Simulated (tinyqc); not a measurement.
Inside a calculation. Method: LDA (PW92) atom on a uniform radial grid, spin-unpolarised, for Be+. Computed by tinyqc, a small Python program that keeps every step. Settings: Z = 4, points = 256, R = 7.6, functional = lda,pw, mixing = 0.4, iteration cap = 64. Command: `OMP_NUM_THREADS=1 python tinyqc.py 23343 23344 out.jsonl` (the two numbers bound the seeds that draw the settings). One thread of a shared host (Intel(R) Xeon(R) Processor @ 2.60GHz), about 0.7 s of CPU time with the checks. Later iterations appear only in the table of the cycle.

## Iteration 1

Spherical atom on a uniform radial grid r_j = j h with h = R/(N + 1), h sum u^2 = 1 and integrals as h times sums, u(0) = u(R) = 0 (atomic units):
```
parameter           value
Z                       4
points N              256
R                7.600000
h                0.029572
mixing           0.400000
electrons in 1s         2
electrons in 2s         1
```

Three-point differences turn -u''/2 + [l(l+1)/2r^2 - Z/r + V] u = e u into a tridiagonal matrix (diagonal 1/h^2 + potential, off-diagonal -1/2h^2). D = sum f u^2; the Hartree potential y/r solves y'' = -D/r with y(0) = 0, y(R) = N_e; v_xc comes from rho = D/(4 pi r^2); E = sum f e - int D V + int D (V_H/2 + eps_xc); V(new) = V + mixing (V_H + v_xc - V).

eigenvalues (hartree): [-7.97221, -1.99825]

Every 16th grid point:
```
r           V in     u(1s)      u(2s)         D      V_H      v_xc
0.47315  0.00000   1.14174    0.05759   2.61046  4.73595  -1.03930
0.94630  0.00000   0.34558   -0.71873   0.75543  2.82391  -0.45772
1.41946  0.00000   0.07845   -0.86350   0.75793  2.02596  -0.35728
1.89261  0.00000   0.01583   -0.67749   0.45949  1.56456  -0.25763
2.36576  0.00000   0.00299   -0.44073   0.19426  1.26360  -0.17384
2.83891  0.00000   0.00054   -0.25752   0.06632  1.05581  -0.11306
3.31206  0.00000   0.00010   -0.14030   0.01969  0.90560  -0.07176
3.78521  0.00000  1.66e-05   -0.07276   0.00529  0.79252  -0.04467
4.25837  0.00000  2.83e-06   -0.03637   0.00132  0.70449  -0.02733
4.73152  0.00000  4.76e-07   -0.01767   0.00031  0.63404  -0.01645
5.20467  0.00000  7.92e-08   -0.00839   0.00007  0.57641  -0.00977
5.67782  0.00000  1.31e-08   -0.00391  1.53e-05  0.52837  -0.00572
6.15097  0.00000  2.14e-09   -0.00178  3.18e-06  0.48773  -0.00330
6.62412  0.00000  3.49e-10   -0.00078  6.16e-07  0.45289  -0.00186
7.09728  0.00000  5.55e-11   -0.00030  8.96e-08  0.42270  -0.00095
7.57043  0.00000         0  -1.56e-05  2.44e-10  0.39628  -0.00013
```

total energy = -13.6307997 hartree

## Iteration 2

As before.

eigenvalues (hartree): [-6.26960, -1.29486]

Every 16th grid point:
```
r           V in     u(1s)     u(2s)         D      V_H      v_xc
0.47315  1.47866   1.15219   0.10502   2.66611  4.58991  -1.04626
0.94630  0.94648   0.39342  -0.57084   0.63542  2.74586  -0.43398
1.41946  0.66747   0.10403  -0.80539   0.67030  1.98264  -0.34412
1.89261  0.52277   0.02482  -0.72998   0.53411  1.54599  -0.26964
2.36576  0.43590   0.00560  -0.54869   0.30112  1.25695  -0.19827
2.83891  0.37710   0.00122  -0.37120   0.13779  1.05369  -0.14064
3.31206  0.33353   0.00026  -0.23473   0.05510  0.90497  -0.09758
3.78521  0.29914   0.00005  -0.14164   0.02006  0.79235  -0.06663
4.25837  0.27087  1.11e-05  -0.08259   0.00682  0.70444  -0.04491
4.73152  0.24704  2.26e-06  -0.04690   0.00220  0.63403  -0.02992
5.20467  0.22666  4.57e-07  -0.02608   0.00068  0.57640  -0.01972
5.67782  0.20906  9.18e-08  -0.01422   0.00020  0.52837  -0.01285
6.15097  0.19377  1.83e-08  -0.00756   0.00006  0.48773  -0.00824
6.62412  0.18041  3.63e-09  -0.00383  1.46e-05  0.45289  -0.00512
7.09728  0.16870  6.97e-10  -0.00162  2.63e-06  0.42270  -0.00283
7.57043  0.15846  2.61e-11  -0.00009  7.82e-09  0.39628  -0.00041
```

total energy = -13.8998962 hartree

## Convergence

Stop when input and output potentials agree to 1e-7.

Course of the cycle (hartree):
```
iteration            E     e(1s)     e(2s)  largest |V(out) - V(in)|
1          -13.6307997  -7.97221  -1.99825                  5.70e+00
2          -13.8998962  -6.26960  -1.29486                  3.06e+00
3          -13.9958766  -5.34159  -0.92894                  1.62e+00
4          -14.0281729  -4.83850  -0.73449                  8.53e-01
5          -14.0386469  -4.56713  -0.62931                  4.46e-01
6          -14.0419813  -4.42139  -0.57168                  2.32e-01
7          -14.0430372  -4.34342  -0.53984                  1.21e-01
8          -14.0433726  -4.30186  -0.52215                  6.33e-02
9          -14.0434800  -4.27979  -0.51230                  3.31e-02
10         -14.0435147  -4.26813  -0.50681                  1.73e-02
11         -14.0435261  -4.26200  -0.50375                  9.07e-03
...                ...       ...       ...                       ...
24         -14.0435317  -4.25548  -0.49993                  8.11e-06
25         -14.0435317  -4.25548  -0.49993                  5.25e-06
26         -14.0435317  -4.25549  -0.49993                  3.37e-06
27         -14.0435317  -4.25549  -0.49993                  2.15e-06
28         -14.0435317  -4.25549  -0.49993                  1.36e-06
29         -14.0435317  -4.25549  -0.49993                  8.56e-07
30         -14.0435317  -4.25549  -0.49993                  5.37e-07
31         -14.0435317  -4.25549  -0.49993                  3.36e-07
32         -14.0435317  -4.25549  -0.49993                  2.10e-07
33         -14.0435317  -4.25549  -0.49993                  1.31e-07
34         -14.0435317  -4.25549  -0.49993                  8.10e-08
```

Converged in 34 iterations. A uniform grid resolves the cusp poorly: for a bare nucleus this grid gives 1s at -7.97221 against -Z^2/2 = -8 hartree. Before convergence this energy mixes input and output and is not variational, so it may rise towards its limit.
